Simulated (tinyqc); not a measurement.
# Pillar capacitor in an array: capacitance, non-linearity, leakage and relaxation: effects of single changes

A film between two metal electrodes, each interface adding a series capacitance ci. The small-signal permittivity is ek (1 + aq E^2); the field is found with the linear permittivity. Leakage J = J0 sinh(E/Ef). After a voltage step the film passes a relaxation current kr C V tt^(-nr), tt being the time in seconds. The sidewall is a coaxial capacitor with radii a = dm/2 and b = dm/2 + t, depth AR dm; the end face is left out.

Inputs (values chosen for the exercise); permittivity of the order of that of tantalum oxide: relative permittivity of the film ek = 22.9; film thickness t = 25 nm; capacitance of each electrode interface (dead layer and screening) ci = 280 uF/cm^2; quadratic field coefficient of the permittivity aq = 0.0076 cm^2/MV^2; bias V = 0.7 V; exponent of the relaxation current nr = 0.987; strength of the relaxation kr = 0.0014; leakage prefactor J0 = 7.8e-11 A/cm^2; field for an e-fold rise of the leakage Ef = 0.36 MV/cm; diameter of the pillar dm = 210 nm; aspect ratio, depth over diameter AR = 50; pitch of the square array pt = 410 nm; resistivity of the inner electrode rho = 320 uohm cm; duration of the write pulse t0 = 1e-8 s.

Constants: eps0 = 8.8541878128e-14 F/cm where lengths are in cm. Results are converted to the units shown.

Each table varies one quantity; the others keep the values above.

## Capacitance, non-linearity and leakage against thickness

Planar film: Cf = eps0 ek/t, 1/C = 1/Cf + 2/ci, EOT = 3.9 eps0/C, effective permittivity C t/eps0, E = (V/t) C/Cf; quadratic coefficient [C(V)/C - 1]/V^2 with Cf (1 + aq E^2) in C(V).

Result of one run:
```
t (nm)  C (uF/cm^2)  EOT (nm)  effective permittivity  E (MV/cm)  quadratic coefficient (ppm/V^2)  J (A/cm^2)
40           0.5051     6.837                   22.82     0.1744                            469.9   3.927e-11
```

What becomes of these results when the film thickness t is changed from 40 to 27 nm, all else the same?

Result of the changed run:
```
t (nm)  C (uF/cm^2)  EOT (nm)  effective permittivity  E (MV/cm)  quadratic coefficient (ppm/V^2)  J (A/cm^2)
27           0.7470     4.623                   22.78     0.2579                             1026   6.078e-11
```

The whole series:
```
t (nm)  C (uF/cm^2)  EOT (nm)  effective permittivity  E (MV/cm)  quadratic coefficient (ppm/V^2)  J (A/cm^2)
2.5           7.666    0.4504                   21.65      2.647                          1.024e5    6.081e-8
3.7           5.274    0.6548                   22.04      1.821                          4.943e4    6.129e-9
5.5           3.592    0.9613                   22.31      1.240                          2.323e4    1.221e-9
8.2           2.430     1.421                   22.50     0.8388                          1.072e4   3.971e-10
12            1.670     2.068                   22.63     0.5764                             5091   1.855e-10
18            1.117     3.090                   22.72     0.3858                             2290   1.005e-10
27           0.7470     4.623                   22.78     0.2579                             1026   6.078e-11
40           0.5051     6.837                   22.82     0.1744                            469.9   3.927e-11
60           0.3371     10.24                   22.84     0.1164                            209.6   2.566e-11
```

C falls from 7.67 to 0.337 uF/cm^2 while the effective permittivity goes from 21.6 to 22.8 (ek = 22.9). EOT is a straight line in t with slope 3.9/ek = 0.170 and intercept 0.0247 nm. The quadratic coefficient goes as t^(-1.86) between the first two rows and t^(-1.99) between the last two (-2 without interfaces), and J falls by 3.37 decades. For t = 2.5, 3.7 direct tunnelling, left out, would add to the leakage.

## Cell against the film thickness

Per length 1/c = ln(b/a)/(2 pi eps0 ek) + (1/a + 1/b)/(2 pi ci); cell capacitance c AR dm; per footprint over pt^2; fields c V/(2 pi eps0 ek r) at r = a and b; resistance of the inner electrode rho AR dm/(pi a^2); time constant R C/3 of the distributed line.

The same in every row: R (kohm) = 0.97009.

Results:
```
t (nm)  cell capacitance (fF)  per footprint (uF/cm^2)  field at a (MV/cm)  field at b (MV/cm)  R C/3 (ps)
8.3                    172.81                   102.80             0.86124             0.79815      55.880
11                     132.52                   78.833             0.66043             0.59781      42.851
15                     99.217                   59.022             0.49447             0.43266      32.083
28                     56.294                   33.489             0.28056             0.22149      18.203
37                     44.138                   26.257             0.21997             0.16266      14.273
50                     34.245                   20.372             0.17067             0.11561      11.074
```

Estimate the missing row, t = 20 nm.

Computed row:
```
t (nm)  cell capacitance (fF)  per footprint (uF/cm^2)  field at a (MV/cm)  field at b (MV/cm)  R C/3 (ps)
20                     76.168                   45.311             0.37960             0.31887      24.630
```

With this row back in the table: As t goes from 8.3 to 50, the cell capacitance falls from 173 to 34.2 fF, the capacitance per footprint falls from 103 to 20.4 uF/cm^2, the ratio of the two fields rises from 1.08 to 1.48 and R C/3 falls from 55.9 to 11.1 ps; the time constant goes as t^(-0.94) between the first two rows and t^(-0.84) between the last two.

## Charge lost after writing

Planar film: Cf = eps0 ek/t, 1/C = 1/Cf + 2/ci, EOT = 3.9 eps0/C, effective permittivity C t/eps0, E = (V/t) C/Cf. A capacitor written for t0 and then left open loses, as a share of C V, kr (tt^(1 - nr) - t0^(1 - nr))/(1 - nr) by relaxation and J tt/(C V) by leakage; both are taken as small, and rows far outside that range are left out.

The same in every row: leakage current (nA/cm^2) = 0.06651.

Charge lost after writing:
```
tt (s)  relaxation current (nA/cm^2)  loss by relaxation (%)  loss by leakage (%)  total loss (%)
1e-6                         6.603e5                  0.5229             1.178e-8          0.5229
1e-5                         6.804e4                  0.7964             1.178e-7          0.7964
0.0001                          7011                   1.078             1.178e-6           1.078
0.001                          722.4                   1.368             1.178e-5           1.368
0.01                           74.43                   1.668             1.178e-4           1.668
0.1                            7.669                   1.976             0.001178           1.977
1                             0.7902                   2.293              0.01178           2.305
10                           0.08143                   2.621               0.1178           2.738
100                         0.008390                   2.958                1.178           4.136
1000                        8.645e-4                   3.305                11.78           15.09
```

Read the table: what changes, and by how much?

The two currents are equal at tt = 12.3 s. The loss by relaxation grows from 0.523 to 3.31 %, by 0.273 points over the first decade and 0.347 over the last, while the loss by leakage grows tenfold a decade. Leakage is the larger loss for tt = 1000 s. For tt = 1000 the falling voltage would already cut the leakage, so the linear estimate overstates the loss.

tinyqc, about 0.01 s, one thread, Intel Xeon 2.30GHz (shared host): `OMP_NUM_THREADS=1 python tinyqc.py 2102038 2102039 out.jsonl`
